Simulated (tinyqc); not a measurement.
From space width back to mean dose E: chemically amplified photoresist: aerial image, acid generation, bake, development and line width. Computed by tinyqc, a small Python program. Command: `OMP_NUM_THREADS=1 python tinyqc.py 3015517 3015518 out.jsonl resist inv`. One thread of a shared host (Intel(R) Xeon(R) Processor @ 2.30GHz), about 0.07 s of CPU time with the checks.

Lines and spaces of pitch p with a two-beam-like image; x = 0 is the middle of the bright space. The resist is positive and treated as uniform in depth.

Inputs (values chosen for the exercise, for a model resist at 193 nm): pitch p = 180 nm; image contrast c = 0.82; Dill parameter C = 0.043 cm^2/mJ; quencher load q, relative to the acid generator = 0.19; acid diffusivity D = 0.72 nm^2/s; bake time t = 45 s; amplification rate k_amp = 0.083 1/s; threshold protection m_th = 0.57; development selectivity n = 12; largest rate r_max = 140 nm/s; smallest rate r_min = 0.12 nm/s; resist thickness d = 160 nm; development time t_d = 30 s.

Method:
- Dose E(x) = E [1 + c cos(2 pi x/p)]; acid h = 1 - exp(-C E(x)).
- Bake: the acid image is blurred by a Gaussian of variance sigma^2 = 2 D t (each Fourier term k of h, taken on 64 points, is multiplied by exp(-4 pi^2 k^2 D t/p^2)).
- The quencher then removes q, h_eff = max(h_blurred - q, 0); protection m = exp(-k_amp t h_eff).
- Mack rate r = r_max (a + 1)(1 - m)^n/(a + (1 - m)^n) + r_min, a = ((n + 1)/(n - 1))(1 - m_th)^n.
- Edge: vertical development clears the film where r t_d >= d; the space width is twice the x where r = d/t_d.
- Dose sensitivity = d ln(width)/d ln E from widths at 1.005 E and E/1.005; image log-slope at the edge = |d ln E/dx|, normalised by the width (NILS); latitude for 10 % of width = 10 %/sensitivity.

Task: A run gave the result below. Find the mean dose E, known to lie between 7.1 and 15 mJ/cm^2.

space width = 85.97671 nm

Result:

Each step takes the trial c = (a f_b - b f_a)/(f_b - f_a), f being the result less the target and a, b, c the logarithms of the listed values; c replaces end b, the old b replaces a if the sign of f changed, and otherwise f_a is halved.

Scan of the range:
```
mean dose E (mJ/cm^2)  space width (nm)
7.10                             77.755
8.04                             87.612
9.11                             96.297
10.30                           103.962
11.70                           111.226
13.20                           117.598
15.00                           123.937
```

False position (Illinois rule, in the logarithm of the input) inside the bracket:
```
step    end a    end b    trial  space width (nm)
1     7.10000  8.04000  7.87590           86.0718
2     7.10000  7.87590  7.85747           85.8946
3     7.87590  7.85747  7.86601           85.9768
4     7.85747  7.86601  7.86600           85.9767
```

Space width rises at every point of a 13-point scan of the range (every second point is shown), so one value fits; it is bracketed by 7.10 and 8.04. Answer: mean dose E = 7.866 mJ/cm^2.

Caution: lateral development, standing waves and the joint diffusion of acid and quencher are left out, so widths are indicative.
